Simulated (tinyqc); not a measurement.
Worked calculation: Hueckel theory of the pi electrons with the omega technique, for the molecule C=C1C=CC=CC(C=O)=C1 (SMILES; centres numbered as the heavy atoms are written). Computed by tinyqc, a small Python program that keeps every step. Settings: charge = 0, omega = 0.6, damping = 0.7. Command: `OMP_NUM_THREADS=1 python tinyqc.py 29424 29425 out.jsonl` (the two numbers bound the seeds that draw the settings). One thread of a shared host (Intel(R) Xeon(R) Processor @ 2.60GHz), about 0.01 s of CPU time with the checks.

## The Hueckel matrix

Centres:
```
centre  z_r, pi electrons of the neutral centre         h
1C                                            1  0.000000
2C                                            1  0.000000
3C                                            1  0.000000
4C                                            1  0.000000
5C                                            1  0.000000
6C                                            1  0.000000
7C                                            1  0.000000
8C                                            1  0.000000
9O                                            1  1.000000
10C                                           1  0.000000
```

Bonds:
```
i    j  k
1    2  1
2    3  1
3    4  1
4    5  1
5    6  1
6    7  1
7    8  1
8    9  1
7   10  1
10   2  1
```

H_rr = alpha + h_r beta, H_rs = k_rs beta for bonded centres.

Hueckel matrix in units of beta (H = alpha + beta A), order 1C, 2C, 3C, 4C, 5C, 6C, 7C, 8C, 9O, 10C:
```
[[0.000000, 1.000000, 0.000000, 0.000000, 0.000000, 0.000000, 0.000000, 0.000000, 0.000000, 0.000000],
 [1.000000, 0.000000, 1.000000, 0.000000, 0.000000, 0.000000, 0.000000, 0.000000, 0.000000, 1.000000],
 [0.000000, 1.000000, 0.000000, 1.000000, 0.000000, 0.000000, 0.000000, 0.000000, 0.000000, 0.000000],
 [0.000000, 0.000000, 1.000000, 0.000000, 1.000000, 0.000000, 0.000000, 0.000000, 0.000000, 0.000000],
 [0.000000, 0.000000, 0.000000, 1.000000, 0.000000, 1.000000, 0.000000, 0.000000, 0.000000, 0.000000],
 [0.000000, 0.000000, 0.000000, 0.000000, 1.000000, 0.000000, 1.000000, 0.000000, 0.000000, 0.000000],
 [0.000000, 0.000000, 0.000000, 0.000000, 0.000000, 1.000000, 0.000000, 1.000000, 0.000000, 1.000000],
 [0.000000, 0.000000, 0.000000, 0.000000, 0.000000, 0.000000, 1.000000, 0.000000, 1.000000, 0.000000],
 [0.000000, 0.000000, 0.000000, 0.000000, 0.000000, 0.000000, 0.000000, 1.000000, 1.000000, 0.000000],
 [0.000000, 1.000000, 0.000000, 0.000000, 0.000000, 0.000000, 1.000000, 0.000000, 0.000000, 0.000000]]
```

## Orbitals, round 1

pi electrons, sum of z_r less the charge = 10

Diagonalise; E = alpha + x beta with beta < 0, so the largest x are filled first; degenerate levels share their electrons. P = sum n_i c_ri c_si; each orbital has its largest coefficient positive (the first on a tie).

x values: [2.217549, 1.781951, 1.423664, 1.183057, 0.248719, -0.265558, -0.527625, -1.102447, -1.888953, -2.070357]

occupations: [2.000000, 2.000000, 2.000000, 2.000000, 2.000000, 0.000000, 0.000000, 0.000000, 0.000000, 0.000000]

coefficients, order 1C, 2C, 3C, 4C, 5C, 6C, 7C, 8C, 9O, 10C:
```
[[0.164821, -0.216328, -0.301724, 0.013092, 0.646627, -0.348529, -0.304546, -0.347138, -0.186698, -0.217069],
 [0.365499, -0.385487, -0.429554, 0.015489, 0.160828, 0.092555, 0.160686, 0.382701, 0.352664, 0.449411],
 [0.271292, -0.377522, -0.061882, 0.356975, -0.364807, -0.248476, 0.458052, -0.013543, -0.431899, -0.247509],
 [0.236105, -0.287239, 0.341454, 0.406833, -0.251563, -0.026570, -0.402366, -0.367771, 0.463173, 0.063021],
 [0.252283, -0.134324, 0.547998, 0.124332, 0.302239, 0.255532, -0.245754, 0.418991, -0.443013, 0.117033],
 [0.323344, 0.047880, 0.438711, -0.259741, 0.326735, -0.041288, 0.532032, -0.094145, 0.373658, -0.305322],
 [0.464749, 0.219644, 0.076579, -0.431621, -0.220973, -0.244567, -0.034959, -0.315201, -0.262809, 0.515092],
 [0.332860, 0.436583, -0.081754, 0.100853, -0.139876, -0.466191, -0.275298, 0.502865, 0.170345, -0.295239],
 [0.273385, 0.558325, -0.192970, 0.550935, 0.186184, 0.368368, 0.180213, -0.239181, -0.058964, 0.096158],
 [0.374399, -0.093068, -0.247934, -0.351743, -0.241819, 0.572426, -0.238288, -0.061227, -0.047568, -0.465863]]
```

charge and bond-order matrix P, order 1C, 2C, 3C, 4C, 5C, 6C, 7C, 8C, 9O, 10C:
```
[[1.166599, 0.754878, -0.172331, -0.318626, 0.204718, 0.236884, -0.285118, -0.208086, 0.220212, -0.008645],
 [0.754878, 0.985623, 0.436253, 0.032386, -0.081742, -0.080400, 0.020153, -0.064906, 0.012126, 0.469761],
 [-0.172331, 0.436253, 0.960934, 0.776728, 0.038732, -0.338840, -0.070084, 0.035143, 0.008155, 0.229407],
 [-0.318626, 0.032386, 0.776728, 0.967280, 0.519630, 0.049048, -0.094443, 0.002977, 0.031172, -0.103592],
 [0.204718, -0.081742, 0.038732, 0.519630, 0.977596, 0.764027, 0.018518, -0.098414, 0.025995, -0.291463],
 [0.236884, -0.080400, -0.338840, 0.049048, 0.764027, 0.947066, 0.468593, 0.041535, -0.103592, 0.040367],
 [-0.285118, 0.020153, -0.070084, -0.094443, 0.018518, 0.468593, 1.010450, 0.463415, -0.088051, 0.679656],
 [-0.208086, -0.064906, 0.035143, 0.002977, -0.098414, 0.041535, 0.463415, 0.675642, 0.760102, 0.205222],
 [0.220212, 0.012126, 0.008155, 0.031172, 0.025995, -0.103592, -0.088051, 0.760102, 1.523796, -0.281147],
 [-0.008645, 0.469761, 0.229407, -0.103592, -0.291463, 0.040367, 0.679656, 0.205222, -0.281147, 0.785014]]
```

## Omega technique, round 1

h_r = h_r(0) + omega q_r, omega = 0.6, with q_r = z_r - P_rr; 0.7 of the old diagonal is kept.

matrix after round 1, order 1C, 2C, 3C, 4C, 5C, 6C, 7C, 8C, 9O, 10C:
```
[[-0.029988, 1.000000, 0.000000, 0.000000, 0.000000, 0.000000, 0.000000, 0.000000, 0.000000, 0.000000],
 [1.000000, 0.002588, 1.000000, 0.000000, 0.000000, 0.000000, 0.000000, 0.000000, 0.000000, 1.000000],
 [0.000000, 1.000000, 0.007032, 1.000000, 0.000000, 0.000000, 0.000000, 0.000000, 0.000000, 0.000000],
 [0.000000, 0.000000, 1.000000, 0.005890, 1.000000, 0.000000, 0.000000, 0.000000, 0.000000, 0.000000],
 [0.000000, 0.000000, 0.000000, 1.000000, 0.004033, 1.000000, 0.000000, 0.000000, 0.000000, 0.000000],
 [0.000000, 0.000000, 0.000000, 0.000000, 1.000000, 0.009528, 1.000000, 0.000000, 0.000000, 0.000000],
 [0.000000, 0.000000, 0.000000, 0.000000, 0.000000, 1.000000, -0.001881, 1.000000, 0.000000, 1.000000],
 [0.000000, 0.000000, 0.000000, 0.000000, 0.000000, 0.000000, 1.000000, 0.058384, 1.000000, 0.000000],
 [0.000000, 0.000000, 0.000000, 0.000000, 0.000000, 0.000000, 0.000000, 1.000000, 0.905717, 0.000000],
 [0.000000, 1.000000, 0.000000, 0.000000, 0.000000, 0.000000, 1.000000, 0.000000, 0.000000, 0.038697]]
```

## Orbitals, round 2

As before.

x values: [2.224292, 1.766657, 1.425160, 1.160973, 0.238773, -0.256864, -0.521942, -1.095383, -1.883684, -2.057982]

occupations: [2.000000, 2.000000, 2.000000, 2.000000, 2.000000, 0.000000, 0.000000, 0.000000, 0.000000, 0.000000]

coefficients, order 1C, 2C, 3C, 4C, 5C, 6C, 7C, 8C, 9O, 10C:
```
[[0.163498, -0.216675, -0.289915, 0.020180, 0.644468, -0.333953, -0.318763, -0.357349, -0.186947, -0.225259],
 [0.368571, -0.389288, -0.421869, 0.024034, 0.173208, 0.075766, 0.156817, 0.380718, 0.346543, 0.456824],
 [0.273279, -0.387420, -0.041730, 0.353562, -0.356826, -0.259843, 0.454097, -0.008110, -0.427472, -0.254225],
 [0.237361, -0.292426, 0.362690, 0.383957, -0.255899, -0.007195, -0.397023, -0.371777, 0.461685, 0.068154],
 [0.253282, -0.127474, 0.556485, 0.089940, 0.297232, 0.261733, -0.244536, 0.417538, -0.444916, 0.113563],
 [0.324991, 0.067737, 0.428147, -0.279902, 0.325672, -0.061091, 0.525643, -0.087270, 0.378191, -0.302323],
 [0.466497, 0.246497, 0.049613, -0.412231, -0.222573, -0.245459, -0.034828, -0.321112, -0.271079, 0.511494],
 [0.331433, 0.450838, -0.088854, 0.146439, -0.132502, -0.450460, -0.289941, 0.490965, 0.171182, -0.287525],
 [0.251357, 0.523657, -0.171056, 0.573693, 0.198671, 0.387466, 0.203088, -0.245348, -0.061369, 0.097016],
 [0.382078, -0.082636, -0.268494, -0.345902, -0.246732, 0.574138, -0.217589, -0.052558, -0.039256, -0.461834]]
```

charge and bond-order matrix P, order 1C, 2C, 3C, 4C, 5C, 6C, 7C, 8C, 9O, 10C:
```
[[1.146952, 0.758055, -0.164210, -0.320300, 0.202139, 0.237138, -0.286563, -0.200350, 0.233677, -0.015553],
 [0.758055, 0.991884, 0.431676, 0.026438, -0.076286, -0.075053, 0.013180, -0.070591, 0.018303, 0.470424],
 [-0.164210, 0.431676, 0.957698, 0.780173, 0.042240, -0.340934, -0.072828, 0.037347, 0.009798, 0.226752],
 [-0.320300, 0.026438, 0.780173, 0.972609, 0.515399, 0.043614, -0.089366, 0.009479, 0.027849, -0.104395],
 [0.202139, -0.076286, 0.042240, 0.515399, 0.973026, 0.767125, 0.022220, -0.098366, 0.024741, -0.293105],
 [0.237138, -0.075053, -0.340934, 0.043614, 0.767125, 0.955848, 0.464888, 0.032136, -0.103907, 0.040170],
 [-0.286563, 0.013180, -0.072828, -0.089366, 0.022220, 0.464888, 1.000629, 0.460918, -0.085726, 0.684111],
 [-0.200350, -0.070591, 0.037347, 0.009479, -0.098366, 0.032136, 0.460918, 0.719998, 0.784557, 0.190547],
 [0.233677, 0.018303, 0.009798, 0.027849, 0.024741, -0.103907, -0.085726, 0.784557, 1.470504, -0.297536],
 [-0.015553, 0.470424, 0.226752, -0.104395, -0.293105, 0.040170, 0.684111, 0.190547, -0.297536, 0.810853]]
```

## Omega technique, round 2

As before.

matrix after round 2, order 1C, 2C, 3C, 4C, 5C, 6C, 7C, 8C, 9O, 10C:
```
[[-0.047443, 1.000000, 0.000000, 0.000000, 0.000000, 0.000000, 0.000000, 0.000000, 0.000000, 0.000000],
 [1.000000, 0.003272, 1.000000, 0.000000, 0.000000, 0.000000, 0.000000, 0.000000, 0.000000, 1.000000],
 [0.000000, 1.000000, 0.012537, 1.000000, 0.000000, 0.000000, 0.000000, 0.000000, 0.000000, 0.000000],
 [0.000000, 0.000000, 1.000000, 0.009053, 1.000000, 0.000000, 0.000000, 0.000000, 0.000000, 0.000000],
 [0.000000, 0.000000, 0.000000, 1.000000, 0.007678, 1.000000, 0.000000, 0.000000, 0.000000, 0.000000],
 [0.000000, 0.000000, 0.000000, 0.000000, 1.000000, 0.014617, 1.000000, 0.000000, 0.000000, 0.000000],
 [0.000000, 0.000000, 0.000000, 0.000000, 0.000000, 1.000000, -0.001430, 1.000000, 0.000000, 1.000000],
 [0.000000, 0.000000, 0.000000, 0.000000, 0.000000, 0.000000, 1.000000, 0.091269, 1.000000, 0.000000],
 [0.000000, 0.000000, 0.000000, 0.000000, 0.000000, 0.000000, 0.000000, 1.000000, 0.849311, 0.000000],
 [0.000000, 1.000000, 0.000000, 0.000000, 0.000000, 0.000000, 1.000000, 0.000000, 0.000000, 0.061135]]
```

## Convergence

Each round sets h_r = h_r(0) + omega (z_r - P_rr), keeping the share named as damping of the old diagonal; repeat until output and input diagonals agree to 1e-6.

Rounds:
```
round    sum n x  largest |h(out) - h(in)|
1      13.709881                  3.14e-01
2      13.631711                  1.88e-01
3      13.590184                  1.11e-01
4      13.567590                  6.51e-02
5      13.555045                  3.82e-02
6      13.547972                  2.25e-02
7      13.543941                  1.33e-02
8      13.541624                  7.87e-03
9      13.540284                  4.70e-03
10     13.539504                  2.82e-03
11     13.539048                  1.71e-03
12     13.538780                  1.04e-03
13     13.538622                  6.39e-04
14     13.538528                  3.95e-04
15     13.538472                  2.46e-04
16     13.538438                  1.54e-04
17     13.538418                  9.73e-05
18     13.538405                  6.18e-05
19     13.538398                  3.95e-05
20     13.538393                  2.54e-05
21     13.538390                  1.64e-05
22     13.538388                  1.07e-05
23     13.538387                  6.95e-06
24     13.538386                  4.55e-06
25     13.538386                  2.99e-06
26     13.538386                  1.97e-06
27     13.538385                  1.30e-06
28     13.538385                  8.67e-07
```

Converged in 28 rounds.

## Energy, charges, bond orders

final x values: [2.236388, 1.749723, 1.430351, 1.127947, 0.224784, -0.249506, -0.515991, -1.088996, -1.873790, -2.040910]

occupations: [2.000000, 2.000000, 2.000000, 2.000000, 2.000000, 0.000000, 0.000000, 0.000000, 0.000000, 0.000000]

final P, order 1C, 2C, 3C, 4C, 5C, 6C, 7C, 8C, 9O, 10C:
```
[[1.122637, 0.763008, -0.153791, -0.322090, 0.199515, 0.235270, -0.289233, -0.183091, 0.249735, -0.026104],
 [0.763008, 0.999236, 0.425731, 0.017563, -0.068643, -0.067239, 0.003148, -0.076663, 0.027167, 0.469473],
 [-0.153791, 0.425731, 0.958052, 0.784761, 0.045312, -0.343619, -0.076331, 0.040192, 0.012990, 0.223057],
 [-0.322090, 0.017563, 0.784761, 0.976918, 0.509438, 0.037320, -0.082032, 0.017512, 0.022678, -0.105348],
 [0.199515, -0.068643, 0.045312, 0.509438, 0.970797, 0.771328, 0.026484, -0.097522, 0.021632, -0.295673],
 [0.235270, -0.067239, -0.343619, 0.037320, 0.771328, 0.963390, 0.459851, 0.019694, -0.103958, 0.041408],
 [-0.289233, 0.003148, -0.076331, -0.082032, 0.026484, 0.459851, 0.990522, 0.455531, -0.079530, 0.691152],
 [-0.183091, -0.076663, 0.040192, 0.017512, -0.097522, 0.019694, 0.455531, 0.784326, 0.817361, 0.163329],
 [0.249735, 0.027167, 0.012990, 0.022678, 0.021632, -0.103958, -0.079530, 0.817361, 1.386098, -0.318527],
 [-0.026104, 0.469473, 0.223057, -0.105348, -0.295673, 0.041408, 0.691152, 0.163329, -0.318527, 0.848024]]
```

E = sum n x; q_r = z_r - P_rr; bond order p = P_rs; free valence = sqrt(3) - sum of p over the bonds of the atom.

pi energy = 10 alpha + this times beta = 13.538385

pi charges: [-0.122637, 0.000764, 0.041948, 0.023082, 0.029203, 0.036610, 0.009478, 0.215674, -0.386098, 0.151976]

Bond orders and lengths from R = 1.517 - 0.180 p (angstrom, C-C alone):
```
bond         p         R
1-2   0.763008  1.379659
2-3   0.425731  1.440368
3-4   0.784761  1.375743
4-5   0.509438  1.425301
5-6   0.771328  1.378161
6-7   0.459851  1.434227
7-8   0.455531  1.435004
8-9   0.817361         -
7-10  0.691152  1.392593
10-2  0.469473  1.432495
```

free valence of the carbons: [0.969043, 0.073839, 0.521559, 0.437853, 0.451285, 0.500872, 0.125517, 0.459158, 0.571426]

gap between the highest filled and the next level = 0.474290 |beta|
